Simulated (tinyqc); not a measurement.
Trading HF for NH4F at fixed fluoride: speciation in dilute and buffered hydrofluoric acid, oxide etch rate and bath loading. Computed by tinyqc, a small Python program. Command: `OMP_NUM_THREADS=1 python tinyqc.py 3120757 3120758 out.jsonl hfetch walk`. One thread of a shared host (Intel(R) Xeon(R) Processor @ 2.30GHz), about 0.01 s of CPU time with the checks.

Concentrations stand for activities, NH4+ and Cl- are spectators, and water ionisation is neglected. H, F and HF2 denote the ions H+, F- and HF2-. The base temperature is 298 K.

Inputs (values chosen for the exercise, of the order of those for thermal oxide at room temperature): HF added = 2.1 mol/L; NH4F added = 1.4 mol/L; K1 = [H][F]/[HF] = 0.000641 mol/L; K2 = [HF2]/([HF][F]) = 4.25 L/mol; K3 = [H2F2]/[HF]^2 = 2.6 L/mol; rate constant of neutral HF k_a = 9.5 nm L/(min mol); rate constant of HF2 k_b = 51 nm L/(min mol).

Method:
- Fluoride balance: [HF] + [F] + 2 [HF2] + 2 [H2F2] = HF added + NH4F added. Acid balance: [H] + [HF] + [HF2] + 2 [H2F2] = HF added + HCl added. For a trial [H], [HF] = [H][F]/K1, and the fluoride balance is a quadratic in [F].
- Rate = k_a ([HF] + 2 [H2F2]) + k_b [HF2], an empirical two-term form.
- Total fluoride is held at HF + NH4F added, without HCl; x is the share added as HF.

Against x:
```
x         pH  [F] (mol/L)  [HF] (mol/L)  [HF2] (mol/L)  rate (nm/min)
0.05  5.6117       3.1628       0.01206        0.16218          8.393
0.15  4.9463       2.5044       0.04421        0.47061         24.518
0.30  4.3048       1.6042       0.12406        0.84585         45.077
0.40  3.9323       1.1230       0.20474        0.97716         53.851
0.50  3.6018       0.7691       0.30015        0.98113         57.339
0.60  3.3102       0.5207       0.39761        0.87983         56.458
0.75  2.8940       0.2681       0.53380        0.60819         50.165
0.90  2.3487       0.0937       0.65485        0.26078         40.705
1.00  1.3631       0.0107       0.72098        0.03268         34.194
```

What does the comparison show, and why?

[HF2] is largest at x = 0.5 and the rate at x = 0.5 among these rows; HF2 needs both HF and F. At its best the mixture etches 1.68 times as fast as HF alone.

Extremes, crossings and ranges named in words are read from the listed rows.
